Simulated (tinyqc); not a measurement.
# Pressure-driven transition between two phases with analytic equations of state, step by step

A worked calculation. Computed by tinyqc, a small Python program that keeps every step. Command: `OMP_NUM_THREADS=1 python tinyqc.py 3023565 3023566 out.jsonl transition walk`. One thread of a shared host (Intel(R) Xeon(R) Processor @ 2.30GHz), about 0.03 s of CPU time with the checks. Intermediate numbers are printed to about 5 digits and carried at full precision; extremes and crossings named in words are read from the listed rows.

Each phase obeys E = E0 + (B0 V/B') [(V0/V)^B'/(B' - 1) + 1] - B0 V0/(B' - 1), P = (B0/B') [(V0/V)^B' - 1]; E0 = 0 for phase 1 and Delta E0 for phase 2. H = E + P V.

Inputs (values chosen for the exercise, for two model phases):
```
quantity                                   value             unit
volume V0 of phase 1                        15.2  angstrom^3/atom
B0 of phase 1                               46.4              GPa
B' of phase 1                               3.71                -
volume V0 of phase 2                        13.7  angstrom^3/atom
B0 of phase 2                               67.4              GPa
B' of phase 2                                3.7                -
energy of phase 2 above phase 1, Delta E0   0.03          eV/atom
entropy of phase 2 less phase 1, Delta S     0.3         k_B/atom
temperature T                                600                K
```

Equation of state: Murnaghan.

Constants: 1 eV/angstrom^3 = 160.2176634 GPa; k_B = 8.617333262e-05 eV/K.

## First estimate from rigid phases

If neither phase were compressed, P = Delta E0/(V0 of phase 1 - V0 of phase 2).

rigid estimate = 3.2044 GPa

## One Newton step

At the estimate, solve P(V) = P for each phase, form H, and step P(new) = P - (H_2 - H_1)/(V_2 - V_1), since dH/dP = V.

V_1 = 14.294 angstrom^3

H_1 = 0.29450 eV

V_2 = 13.113 angstrom^3

H_2 = 0.29793 eV

next pressure = 3.6697 GPa

## Transition pressure at zero temperature

Start from P = Delta E0/(V0 of phase 1 - V0 of phase 2); at each P solve P(V) = P for both phases and step P(new) = P - (H_2 - H_1)/(V_2 - V_1); stop when |H_2 - H_1| < 1e-10 eV. At the zero-temperature transition the volume change is V_2/V_1 - 1 and the work is P (V_1 - V_2).

Iterations:
```
step  P (GPa)  V_1 (angstrom^3)  V_2 (angstrom^3)  H_2 - H_1 (meV)
0      3.2044            14.294            13.113       3.4292e+00
1      3.6697            14.182            13.037       5.2885e-02
2      3.6771            14.180            13.036       1.2875e-05
3      3.6771            14.180            13.036                0
```

transition pressure = 3.6771 GPa

V_1 at the transition = 14.180 angstrom^3

V_2 at the transition = 13.036 angstrom^3

volume change = -8.0680 %

work P (V_1 - V_2) = 0.026256 eV/atom

The rigid estimate is low by 12.9 %: phase 1 shrinks faster than phase 2, so the volume gain narrows under pressure.

## Enthalpies against pressure

For each P solve P(V) = P in both phases.

Both phases:
```
P (GPa)  V_1 (angstrom^3)  V_2 (angstrom^3)  H_2 - H_1 (meV/atom)   stable
0.00               15.200            13.700                30.000  phase 1
0.92               14.912            13.519                21.700  phase 1
1.80               14.659            13.355                14.300  phase 1
2.80               14.394            13.181                 6.450  phase 1
3.40               14.246            13.081                 1.997  phase 1
4.00               14.105            12.984                -2.281  phase 2
4.80               13.926            12.861                -7.735  phase 2
5.90               13.696            12.700               -14.808  phase 2
```

H_2 - H_1 changes with slope V_2 - V_1, from -1.500 to -0.997 angstrom^3 per atom over the table, and passes zero at 3.68 GPa. An error of 10 meV per atom in Delta E0 moves the transition by about 1.40 GPa.

## Shift with temperature

At T the condition is H_2 - H_1 - T Delta S = 0, with Delta S constant and thermal expansion left out; the Clausius-Clapeyron slope is dP/dT = Delta S/(V_2 - V_1) at the zero-temperature point.

Clapeyron slope = -3.6205 MPa/K

transition pressure at T = 1.6519 GPa

linear estimate at T = 1.5048 GPa

The dense phase has the higher entropy, so heating lowers the transition pressure. Caution: a constant Delta S holds only at high temperature; it vanishes as T goes to 0, so the shift counted from T = 0 is somewhat too large.

Checks made by the program: slope of the common tangent, -(E_2 - E_1)/(V_2 - V_1) (relative difference below 1e-10).
